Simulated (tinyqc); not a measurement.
Leakage through a gate insulator: direct, Fowler-Nordheim, trap-assisted and Poole-Frenkel currents: one step, computed by the program tinyqc.

Electrons enter from the cathode Fermi level at x = 0; the conduction band of the insulator lies phi_b - e F x above it, F = V/t. WKB exponents use a parabolic band with mass m.

Task: One trap at several depths. For a level a distance phi(x) below the band, the WKB exponent is 2 int kappa dx with kappa = sqrt(m phi/(hbar^2/2m_0)); for a linear barrier from phi_1 down to phi_2 = max(phi_1 - e F d, 0) it is G = (4/3) sqrt(m/(hbar^2/2m_0)) (phi_1^(3/2) - phi_2^(3/2))/(e F). A trap at depth x lies phi_t below the band. Capture: tunnel at the cathode Fermi level from 0 to x (G_in from phi_1 = phi_b), rate nu_0 exp(-G_in - E_c/k_B T) with E_c = E_a + max(phi_b - phi_t - e F x, 0), the last term being the height of the trap above the cathode Fermi level. Emission: tunnel from the trap level to the anode (G_out from phi_1 = phi_t over t - x), rate nu_0 exp(-G_out - E_a/k_B T). Re-emission to the cathode follows from detailed balance, rate_back = rate_in exp(dE/k_B T) with dE = phi_b - phi_t - e F x. Each trap passes R = rate_in rate_out/(rate_in + rate_back + rate_out) electrons per second; filling from the anode is left out. Depths: t times 0.08, 0.2, 0.32, 0.44, 0.56, 0.68, 0.8 and 0.92, rounded to 0.01 nm.

Inputs (values chosen for the exercise, with an insulator like SiO2):
```
quantity                        value  unit
thickness t                       1.8    nm
barrier phi_b                    3.23    eV
tunnelling mass m                0.41   m_0
voltage across the insulator V   0.72     V
trap depth phi_t                  1.6    eV
attempt rate nu_0               9e+13   1/s
activation of capture E_a        0.13    eV
temperature T                     200     K
```

Constants: k_B = 8.617333262e-05 eV/K; hbar^2/(2 m_0) = 3.80998212 eV angstrom^2.

Give: Rates.

Result:

Rates:
```
x (nm)   G_in  G_out  E_c (eV)  rate in (1/s)  rate back (1/s)  rate out (1/s)    R (1/s)
0.14     1.64  12.23     1.704      2.002e-30        9.217e+09       2.332e+05  5.065e-35
0.36     4.20  10.80     1.616      2.570e-29        7.171e+08       9.731e+05  3.484e-32
0.58     6.71   9.31     1.528      3.421e-28        5.784e+07       4.325e+06  2.380e-29
0.79     9.08   7.83     1.444      4.189e-27        5.414e+06       1.900e+07  3.260e-27
1.01    11.53   6.22     1.356      5.994e-26        4.694e+05       9.477e+07  5.964e-26
1.22    13.83   4.63     1.272      7.871e-25        4.712e+04       4.631e+08  7.870e-25
1.44    16.20   2.92     1.184      1.213e-23        4.401e+03       2.574e+09  1.213e-23
1.66    18.53   1.15     1.096      1.944e-22        4.274e+02       1.507e+10  1.944e-22
```

The most effective of these traps sits at 1.66 nm, 92 % of the way; where rate back exceeds rate out, re-emission drains the trap, and elsewhere the slower forward step limits R.
